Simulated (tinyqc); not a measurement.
Worked calculation: switching kinetics of a ferroelectric film and the memory window of a ferroelectric gate stack. Computed by tinyqc, a small Python program that keeps every step. Command: `OMP_NUM_THREADS=1 python tinyqc.py 3008176 3008177 out.jsonl feswitch walk`. One thread of a shared host (Intel(R) Xeon(R) Processor @ 2.30GHz), about 0.02 s of CPU time with the checks. Intermediate numbers are printed to about 6 digits and carried at full precision; extremes and crossings named in words are read from the listed rows.

Fields in MV/cm; 1 microcoulomb/cm^2 over eps_0 is 11.29409 MV/cm. In the stack (metal, ferroelectric, interlayer, channel) the channel is taken as a conductor.

Inputs (values chosen for the exercise, for a model film): saturation polarisation P_s = 16 microcoulomb/cm^2; ratio P_r/P_s = 0.91; coercive field E_c = 1.3 MV/cm; permittivity of the ferroelectric eps_F = 34; thickness t_F = 20 nm; permittivity of the interlayer eps_I = 3.9; interlayer thickness t_I = 1.7 nm; share s of P screened by trapped charge = 0.68; pulse height V = 4.9 V; time constant t_inf = 1.2e-11 s; activation field E_a = 6.6 MV/cm; Merz exponent alpha = 2; dimension n = 2; half width w of log10 t = 0.55; pulse length t_p = 5.3e-06 s; breakdown field of the interlayer = 17 MV/cm.

Kinetics: nucleation-limited (NLS).

## The hysteresis loop

Saturated branches: P(E) = P_s tanh[(E -/+ E_c)/(2 delta)], delta = E_c/ln[(1 + P_r/P_s)/(1 - P_r/P_s)]; D = P + eps_0 eps_F E.

delta = 0.425525 MV/cm

P on both branches (microcoulomb/cm^2) at E/E_c = -3, -2, -1, -0.5, 0, 0.5, 1, 1.5, 2, 3:
```
E (MV/cm)  rising branch  falling branch
-3.90           -15.9998        -15.9291
-2.60           -15.9967        -14.5600
-1.30           -15.9291          0.0000
-0.65           -15.6760         10.2926
0.00            -14.5600         14.5600
0.65            -10.2926         15.6760
1.30              0.0000         15.9291
1.95             10.2926         15.9846
2.60             14.5600         15.9967
3.90             15.9291         15.9998
```

peak differential permittivity eps_F + P_s/(2 delta eps_0) = 246.332

## Memory window

At threshold the channel charge is negligible, so D = 0 on each branch: (1 - s) P(E) + eps_0 eps_F E = 0, with the screened share s. The rising branch has the root E0 between 0 and E_c; window = 2 E0 t_F; its upper bound is 2 E_c t_F.

field E0 = 0.839645 MV/cm

memory window = 3.35858 V

bound 2 E_c t_F = 5.2 V

fixed-charge estimate 2 (1 - s) P_r t_F/(eps_0 eps_F) = 6.19076 V

Charge and coercive field both limit the window.

## Fields in the stack

Series stack: V = E_F t_F + E_I t_I and eps_I E_I = eps_F E_F + (1 - s) P/eps_0. Before switching P = -P_r, after it P = +P_s; in retention V = 0 and P = +P_r.

E_F before switching = 2.06595 MV/cm

E_F after switching = 0.683330 MV/cm

E_I after switching = 20.7844 MV/cm

depolarising field in retention = 0.658737 MV/cm

depolarising field over E_c = 0.506720

The interlayer field exceeds its breakdown field. E_F ends below E_c, so the film settles on a minor loop. Caution: the interlayer field exceeds its breakdown field, so charge injection would change the fields. Caution: E_F after switching lies below E_c, so switching stalls before P_s and that state is not reached.

## Switched share after the pulse

Merz's law: t1 = t_inf exp[(E_a/E)^alpha] at the mean of the fields before and after switching. NLS: switched share = integral of [1 - exp(-(t/tau)^n)] F(z) dz over z = log10 tau, with the Lorentzian F = (1/pi) w/[(z - log10 t1)^2 + w^2].

mean field = 1.37464 MV/cm

switching time t1 = 0.123181 s

switched share = 0.0412419

t_p is 4.3e-5 t1. A field higher by 10 % would shorten t1 by a factor 55. The step approximation 1/2 + arctan[log10(t_p/t1)/w]/pi gives 0.040. Caution: the field changes much during switching, so one mean field is a crude stand-in.

## KAI against NLS in time

KAI: 1 - exp[-(t/t1)^n]. NLS: the same kernel averaged over the Lorentzian F = (1/pi) w/[(z - log10 t1)^2 + w^2] in z = log10 tau.

Switched share:
```
log10(t/t1)      KAI       NLS
-3.0         0.00000  0.060800
-2.0         0.00010  0.093135
-1.0         0.00995  0.191476
-0.5         0.09516  0.327452
-0.2         0.32841  0.457740
0.0          0.63212  0.556069
0.2          0.91888  0.648760
0.5          0.99995  0.755055
1.0          1.00000  0.849681
2.0          1.00000  0.918253
3.0          1.00000  0.944161
```

KAI goes from 10 to 90 % within 0.67 decades of time; a Lorentzian of this width needs about 2 w tan(0.4 pi) = 3.4 decades. Three decades after t1, 5.6 % of the NLS film has not switched, and three decades before it 6.1 % already has: the tails set write margins and disturb errors.

## Interlayer thickness

Series stack: V = E_F t_F + E_I t_I and eps_I E_I = eps_F E_F + (1 - s) P/eps_0. E_I is for P = +P_s at the pulse height, the depolarising field for P = +P_r at V = 0; V needed puts E_F = 1.5 E_c after switching.

Stack against t_I:
```
t_I (nm)  E_F after (MV/cm)  E_I (MV/cm)  depolarising field / E_c  V needed (V)
0.3                 1.96998      32.0013                  0.137680        4.8548
0.5                 1.70723      29.7107                  0.213042        5.4914
0.8                 1.37680      26.8300                  0.307818        6.4462
1.2                 1.02449      23.7585                  0.408869        7.7193
1.6                 0.74455      21.3181                  0.489160        8.9923
2.0                 0.51677      19.3323                  0.554493       10.2654
3.0                 0.09790      15.6806                  0.674634       13.4481
```

Each nanometre of interlayer costs 3.18 V, against 0.20 V for a nanometre of ferroelectric. The depolarising field grows from 0.14 to 0.67 E_c. At E_F = 1.5 E_c the interlayer carries (1.5 eps_F E_c + (1 - s) P_s/eps_0)/eps_I = 31.8 MV/cm whatever its thickness, above its breakdown field of 17 MV/cm, so the voltages in the last column could not be applied without breakdown. Caution: rows with E_I above the breakdown field of the interlayer cannot be reached without charge injection. Caution: where E_F after switching is below E_c the switching stalls before P_s, and where the depolarising field exceeds E_c the state switches back, so those rows describe states that are not held.

Checks made by the program: the remanence (relative difference below 1e-10).
